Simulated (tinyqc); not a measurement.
## Mobility and doping from two currents

Inverse problem. A trap-free film with injecting contacts is fitted, with diffusion neglected, by J = q mu N V/Lf + (9/8) eps0 eps_r mu V^2/Lf^3. Find mu, N and the voltage at which both terms are equal.

Inputs (values chosen for the exercise):
```
symbol  value  unit                meaning
eps_r    9.58        relative permittivity
Lf       1000    nm         film thickness
```

Constants: q = 1.602176634e-19 C, eps0 = 8.8541878128e-14 F/cm where lengths are in cm. Results are converted to the units shown.

J at 2.4 and 16 V (A/cm^2): [0.97295929, 13.754040]

Answer. J/V is a straight line in V: the slope gives mu and the intercept mu N.

mu = 0.0350 cm^2/(V s)
N = 5.80e15 cm^-3
crossover voltage = 9.74 V

Computed by the program tinyqc: `OMP_NUM_THREADS=1 python tinyqc.py 2730068 2730069 out.jsonl`, one thread of a shared Intel Xeon 2.30GHz, about 2 s for the whole run.
